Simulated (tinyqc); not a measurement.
# Modulation-doped quantum well, Poisson-Schroedinger loop with local exchange and correlation: mixing schemes compared

A well of width L centred at z = 0 between barriers Vb; effective-mass electrons, parabolic bands. The electrons come from donor sheets outside the mesh, a share fL of Ns on the left and the rest on the right, so the structure is neutral. Energies are counted from the band edge of the well, with U = 0 on the first node in the Hartree part.

V0 = 0 in the well and Vb outside, plus q Fz z (1 kV/cm = 1e-4 eV/nm).

Tridiagonal Hamiltonian with psi = 0 one step beyond both ends: H_ii = C (1/m_(i-1/2) + 1/m_(i+1/2))/hz^2 + V0_i + U_i, H_(i,i+1) = -C/(m_(i+1/2) hz^2), C = hbar^2/(2 m0). The lowest 2 level(s) are kept, normalised to hz sum |psi|^2 = 1.

Level k holds N_k = D_k Vt ln(1 + exp((EF - E_k)/Vt)) with D = md m0 q/(pi hbar^2) per eV (spin included); EF is fixed by sum N_k = Ns.

n_i = sum_k N_k |psi_k|^2 (converted to cm^-3). Hartree part by Gauss: on the interval after node i the enclosed sheet charge is S_i = fL Ns - hz sum_(j<=i) n_j, and U_(i+1) = U_i + q S_i hz/(eps0 eps_r) in eV, U_1 = 0. Added to it: V_xc = -(2 Ry/(pi al rs)) [1 + 0.7734 (rs/21) ln(1 + 21/rs)] (Hedin-Lundqvist), al = (4/(9 pi))^(1/3), rs = (3/(4 pi n))^(1/3)/aB, aB = 4 pi eps0 eps_r hbar^2/(md m0 q^2), Ry = q/(8 pi eps0 eps_r aB) in eV. Mixing: U(new) = U + a (U(out) - U).

Rounds from U = 0 until the largest |U(out) - U| is below 1e-7 eV (the round that meets it is counted). Anderson mixing of depth m keeps the last m inputs V and residuals F = V(out) - V(in), fits c by least squares to F = dF c over their successive differences dF, dV, and sets V(new) = V + a F - (dV + a dF) c.

Parameters, values chosen for the exercise; material values those of a made-up well:
- T = 150 K (temperature)
- md = 0.201 m0 (in-plane mass)
- Vb = 0.492 eV (barrier height)
- eps_r = 10.7 (relative permittivity (all layers))
- L = 6.93 nm (well width)
- hz = 0.77 nm (mesh step)
- Ns = 2e12 cm^-2 (sheet density of electrons)
- fL = 0.25 (share of the donors on the left side)
- Fz = 40 kV/cm (applied field along z)

Constants: q = 1.602176634e-19 C, kB = 1.380649e-23 J/K, hbar = 1.054571817e-34 J s, m0 = 9.1093837015e-31 kg, Vt = kB T/q, eps0 = 8.8541878128e-14 F/cm where lengths are in cm, hbar^2/(2 m0) = 0.0380998212 eV nm^2. Results are converted to the units shown.

```
node,z (nm)
1,-6.93
2,-6.16
3,-5.39
4,-4.62
5,-3.85
6,-3.08
7,-2.31
8,-1.54
9,-0.77
10,0
11,0.77
12,1.54
13,2.31
14,3.08
15,3.85
16,4.62
17,5.39
18,6.16
19,6.93
```

mass on the intervals 1/2, 3/2, ... (mean of both at an interface) (m0): [0.278, 0.278, 0.278, 0.278, 0.278, 0.2355, 0.193, 0.193, 0.193, 0.193, 0.193, 0.193, 0.193, 0.193, 0.2355, 0.278, 0.278, 0.278, 0.278, 0.278]

Rounds needed:
```
a,depth m,rounds
1,plain,14
0.8,plain,10
0.6,plain,16
0.4,plain,27
0.2,plain,60
0.1,plain,126
0.5,2,11
0.5,4,7
0.5,8,8
```

Among the plain runs a = 0.8 is fastest, with 10 rounds; larger factors overshoot and smaller ones creep. Anderson mixing needs 7 to 11 rounds.

Numbers from tinyqc (`OMP_NUM_THREADS=1 python tinyqc.py 2140004 2140005 out.jsonl`; about 0.2 s on one thread of a shared Intel Xeon 2.30GHz).
